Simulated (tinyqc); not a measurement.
Nudged elastic band on a two-dimensional model surface: one step, computed by the program tinyqc.

V(x, y) = h u^2 + t x + (kappa/2)(y + c u)^2 with u = x^2/w^2 - 1; the path runs from the minimum near (-w, 0) to that near (w, 0).

Problem. Iteration 2. Tangent at image i: towards the higher neighbour if the energies rise or fall through i; at a maximum or minimum, tau = t+ dmax + t- dmin if V(i+1) > V(i-1), else t+ dmin + t- dmax, with t+ = R(i+1) - R(i), t- = R(i) - R(i-1) and dmax, dmin the larger and smaller of |V(i+1) - V(i)| and |V(i-1) - V(i)|; then normalise. Force F = -grad V + (grad V.tau) tau + k_s (|t+| - |t-|) tau. With a climbing image, the highest image feels instead F = -grad V + 2 (grad V.tau) tau and no spring. Update R(new) = R + eta F; the end points stay fixed.

Inputs (values chosen for the exercise, for a model surface):

| quantity | value | unit |
|---|---|---|
| height h | 0.62 | eV |
| half width w | 1.5 | angstrom |
| transverse stiffness kappa | 2.6 | eV/angstrom^2 |
| curvature c | 0.26 | angstrom |
| tilt t | 0.019 | eV/angstrom |
| spring constant k_s | 1.1 | eV/angstrom^2 |
| step factor eta | 0.16 | angstrom^2/eV |

Surface: curved double well. Climbing image: on.

images after iteration 1 (angstrom):
```
                  x          y
image 1  -0.9087139  0.0676767
image 2  -0.3088123  0.1033671
image 3   0.2375555  0.1042245
image 4   0.8911979  0.0708004
```

positions (angstrom):
```
                x          y
start   -1.508546  -0.002971
end      1.491306   0.003005
saddle   0.017240   0.259966
```

Give: unit tangents; forces; images after iteration 2.

Solution.

unit tangents:
```
              x        y
image 1  0.9982   0.0594
image 2  1.0000   0.0016
image 3  1.0000  -0.0039
image 4  0.9987  -0.0511
```

forces (eV/angstrom):
```
               x       y
image 1  -0.0207  0.2927
image 2  -0.0606  0.3791
image 3  -0.2545  0.3901
image 4  -0.0409  0.2896
```

images after iteration 2 (angstrom):
```
               x       y
image 1  -0.9120  0.1145
image 2  -0.3185  0.1640
image 3   0.1968  0.1666
image 4   0.8847  0.1171
```
